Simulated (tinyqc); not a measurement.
Inside a calculation. Method: inverse iteration on a symmetric matrix. One step of it, computed by the program tinyqc.

Problem. Step 2. solve (A - shift) w = v; v' = w/|w| with its largest component positive (the first on a tie); lambda = v'^T A v'.

A, lower triangle:
```
           1          2          3         4         5
1   0.069000
2   0.600000   0.290000
3  -0.114000  -0.122000   0.564000
4  -0.695000   0.770000  -1.060000  1.047000
5  -0.488000  -0.429000  -0.155000  0.378000  1.071000
```

vector after step 1: 0.606020  0.605958  0.385729  -0.075980  -0.333160

shift = 1.680000

Give: vector after step 2; Rayleigh quotient after step 2.

Solution.

vector after step 2: -0.3823  -0.6015  0.2047  -0.2638  0.6169

Rayleigh quotient after step 2 = 1.5480
